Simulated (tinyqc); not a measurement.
Switching field against angle and time: single-domain magnet: Stoner-Wohlfarth switching, Neel-Arrhenius retention, LLG dynamics and spin torque. Computed by tinyqc, a small Python program. Command: `OMP_NUM_THREADS=1 python tinyqc.py 3030796 3030797 out.jsonl macro walk`. One thread of a shared host (Intel(R) Xeon(R) Processor @ 2.30GHz), about 0.02 s of CPU time with the checks.

The moment is uniform, with unit vector m; z is the easy axis. mu_0 = 1.25663706212e-6 T m/A, gamma = 1.76085963023e11 rad/(s T).

Inputs (values chosen for the exercise, for a model magnet):

| quantity | value | unit |
|---|---|---|
| saturation magnetisation M_s | 496 | kA/m |
| diameter d | 14 | nm |
| aspect ratio p | 2.3 | - |
| bulk anisotropy K_u | 250 | kJ/m^3 |
| exchange stiffness A | 14 | pJ/m |
| temperature T | 250 | K |
| attempt frequency f0 | 1 | GHz |
| waiting time t_w | 0.001 | s |

Shape: prolate spheroid, easy axis along it.

Constants: k_B = 1.380649e-23 J/K.

Method:
- N_z = [p ln(p + sqrt(p^2 - 1))/sqrt(p^2 - 1) - 1]/(p^2 - 1); V = pi d^3 p/6; K_eff = K_u + K_shape, K_shape = -(mu_0 M_s^2/4)(3 N_z - 1); mu_0 H_K = 2 K_eff/M_s.
- Delta = K_eff V/(k_B T); tau = exp(Delta)/f0; probability of a flip within t_w: P = 1 - exp(-t_w/tau). Wall width parameter sqrt(A/K_eff); a two-domain state costs 4 sqrt(A K_eff) times the cross-section that the wall cuts (pi d^2/4).
- Energy over K_eff V: e(theta) = sin^2(theta) + 2 h cos(theta - psi) for m at the angle theta from +z and a field that points at psi from -z (it pulls m away from +z towards negative theta); h_sw = (cos^(2/3) psi + sin^(2/3) psi)^(-3/2).
- Switching field at T: the h at which the exact barrier equals ln(f0 t_w/ln 2) k_B T (0 if the zero-field barrier is lower). Sharrock form: h_sw [1 - (ln(f0 t_w/ln 2)/Delta)^(1/n)], n = 0.86 + 1.14 h_sw.

stability factor Delta = 280.330

Fields over H_K:

| psi (degrees) | h_sw at T = 0 | thermal, exact barrier | thermal, Sharrock form |
|---|---|---|---|
| 1 | 0.90707 | 0.74107 | 0.71939 |
| 10 | 0.67381 | 0.57774 | 0.56602 |
| 20 | 0.57365 | 0.49649 | 0.49373 |
| 30 | 0.52402 | 0.45512 | 0.45639 |
| 45 | 0.50000 | 0.43490 | 0.43795 |
| 60 | 0.52402 | 0.45512 | 0.45639 |
| 75 | 0.61466 | 0.53017 | 0.52382 |
| 89 | 0.90707 | 0.74107 | 0.71939 |

What follows from these numbers?

At T = 0 the field is least at 45 degrees, H_K/2, and symmetric about it. Thermal help lowers it to 82 % at 1 degree and 87 % at 45 degrees; the Sharrock form misses the exact barrier by at most about 0.022 H_K, at psi = 1 (and its mirror angle).

Extremes, crossings and ranges named in words are read from the listed rows.
